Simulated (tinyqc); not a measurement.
Four-point probe, van der Pauw, Hall and spreading-resistance readings of a semiconductor layer. From one set of inputs to another, one input at a time. Computed by tinyqc, a small Python program. Command: `OMP_NUM_THREADS=1 python tinyqc.py 3112672 3112673 out.jsonl probe ladder`. One thread of a shared host (Intel(R) Xeon(R) Processor @ 2.30GHz), about 0.01 s of CPU time with the checks.

The layer is uniform and ohmic; contacts are points unless a radius is given.

The inputs printed are set A. Set A is modelled on p-type silicon; the values taken over come from a set modelled on n-type silicon. Inputs not listed in the table keep their values of set A, so the rows need not describe a real material.

Inputs (values chosen for the exercise, modelled on p-type silicon):
```
quantity                                        value        unit
carrier density n                             2.1e+17      1/cm^3
drift mobility mu                                 172  cm^2/(V s)
layer thickness t                                  24  micrometre
probe spacing s                                     1          mm
current I                                           3          mA
side ratio a/b of the van der Pauw rectangle      2.2           -
```

Backing of the layer: insulating.

Constants: e = 1.602176634e-19 C.

Method:
- rho = 1/(e n mu); R_s = rho/t.
- Collinear probes with equal spacing on a layer with insulating backing: images at depth 2 m t give V = (rho I/(2 pi s)) G, G = 1 + 4 sum_(m>=1) [1/sqrt(1 + (2 m u)^2) - 1/sqrt(4 + (2 m u)^2)], u = t/s; the sum runs to m = 20000, with the tail 3/(32 u^3 M^2) added to the sum for M = 20000.
- Limits: thick, rho = 2 pi s V/I; thin on an insulator, rho = (pi/ln 2) t V/I.
- Thin rectangle with point contacts at the corners; for R_B current and voltage contacts lie along the two sides of length a, for R_A along those of length b: exp(-pi R_A/R_s) = (theta_4/theta_3)^4, exp(-pi R_B/R_s) = (theta_2/theta_3)^4 with q = exp(-pi a/b), theta_2 = 2 sum_(m>=0) q^((m + 1/2)^2), theta_3 = 1 + 2 sum_(m>=1) q^(m^2), theta_4 = 1 + 2 sum_(m>=1) (-1)^m q^(m^2).

Each row keeps all changes above it:
```
input moved                                      from       to  voltage V (mV)  sheet resistance R_s (ohm/square)  R_B (ohm)
set A                                               -        -      4.7657e+01                              72.00      95.04
layer thickness t (micrometre)                     24       54      2.1181e+01                              32.00      42.24
probe spacing s (mm)                                1    0.635      2.1181e+01                              32.00      42.24
current I (mA)                                      3     0.09      6.3543e-01                              32.00      42.24
drift mobility mu (cm^2/(V s))                    172     1350      8.0958e-02                               4.08       5.38
side ratio a/b of the van der Pauw rectangle      2.2      2.6      8.0958e-02                               4.08       7.01
carrier density n (1/cm^3)                    2.1e+17  1.7e+15      1.0001e+01                             503.63     865.33
```

Voltage V goes from 47.7 to 10.0, a factor 0.210 in all. The largest single move comes from carrier density n (a factor 124), but it runs against the net change; the largest move in the direction of the net change is current I (a factor 0.0300). Sheet resistance R_s goes from 72.0 to 504, a factor 6.99 in all. The largest single move comes from carrier density n (a factor 124), and drift mobility mu works against it (a factor 0.127). R_B goes from 95.0 to 865, a factor 9.11 in all. The largest single move comes from carrier density n (a factor 124), and drift mobility mu works against it (a factor 0.127). The single moves hold for this order of the switches; the total does not depend on the order.

Extremes, crossings and ranges named in words are read from the listed rows.
